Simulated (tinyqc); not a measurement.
Berg model of reactive sputtering of a nitride or oxide: poisoning, hysteresis and pumping speed. Which input was changed? Computed by tinyqc, a small Python program. Command: `OMP_NUM_THREADS=1 python tinyqc.py 3021569 3021570 out.jsonl berg which`. One thread of a shared host (Intel(R) Xeon(R) Processor @ 2.30GHz), about 0.4 s of CPU time with the checks.

A diatomic gas reacts with bare metal on the target and on the collecting surfaces; ions remove metal and compound from the target. theta_t and theta_c are the compound fractions.

Inputs (values chosen for the exercise, close to those used for titanium nitride):
```
quantity                          value     unit
ion current density J                19  mA/cm^2
target area A_t                     100     cm^2
collecting area A_c                4700     cm^2
metal yield Y_m                    0.54        -
compound yield Y_c                 0.13        -
sticking coefficient alpha         0.33        -
reactive atoms per metal atom z       1        -
gas mass M                           28        u
pumping speed S                      98      l/s
gas temperature T                   300        K
reactive partial pressure P      0.0057       Pa
```

Constants: e = 1.602176634e-19 C; u = 1.6605390666e-27 kg; k_B = 1.380649e-23 J/K.

Method:
- Ion flux j = J/e; gas flux F = P/sqrt(2 pi M k_B T). Target: (2/z) alpha F (1 - theta_t) = j Y_c theta_t. Sputtered flows F_c = j Y_c theta_t A_t, F_m = j Y_m (1 - theta_t) A_t. Collector: (2/z) alpha F (1 - theta_c) A_c + F_c (1 - theta_c) = F_m theta_c. Gas use Q = alpha F [(1 - theta_t) A_t + (1 - theta_c) A_c] + P S/(k_B T); 1 sccm = 4.4780e17 molecules/s. Rate R = F_m + F_c, given relative to j Y_m A_t.
- P is a single-valued function of the flow Q only if dQ/dP > 0 everywhere: S must exceed k_B T times the steepest fall of the surface terms with P.
- Turning points solve dQ/dP = 0; a jump keeps Q fixed; the width of the loop is the difference of the two turning flows.

Question. One of these inputs alone was changed, within the range given: ion current density J (9.5 to 38); target area A_t (50 to 200); collecting area A_c (2350 to 9400); pumping speed S (49 to 196). Which one, and to what value?

Results:
```
run     width of the loop (sccm)  pressure of the steepest fall (Pa)    theta_c
before                 0.7056325                         0.006051224  0.9318553
after                  0.9913131                         0.006796686  0.9140781
```

Answer.

Each candidate set to reproduce width of the loop, and what it then gives:
```
candidate                        range searched  value needed  pressure of the steepest fall (Pa)  theta_c
ion current density J (mA/cm^2)       9.5 to 38         26.69                           0.0085011  0.89574
target area A_t (cm^2)                50 to 200         129.0                           0.0067967  0.91408
collecting area A_c (cm^2)         2350 to 9400          7703                           0.0048540  0.95709
pumping speed S (l/s)                 49 to 196         70.17                           0.0060512  0.93186
```

Only target area A_t fits every result: it went from 100 to 129 cm^2. The next best candidate, pumping speed S, misses one result by 11 %.

Caution: here dQ/dP is negative, a branch that flow control cannot hold.
